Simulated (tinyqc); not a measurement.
## Scale length and length offset from two DIBL values

Problem. DIBL = exp(-Le/(2 l)) + 2 exp(-Le/l) with Le = L - dL. Find l, dL and the drawn length for a DIBL of 100 mV/V.

DIBL at drawn lengths 62 and 100 nm (mV/V): [132.32089, 26.474021]

Solution. With e = exp(-Le/(2 l)), 2 e^2 + e = DIBL gives e and so Le/l at each length; Le/l is a straight line in L with slope 1/l.

l = 13.00 nm
dL = 4.300 nm
length for 100 mV/V = 68.27 nm

Program tinyqc, `OMP_NUM_THREADS=1 python tinyqc.py 2002116 2002117 out.jsonl`; Intel Xeon 2.30GHz, shared host, one thread, about 0.01 s.
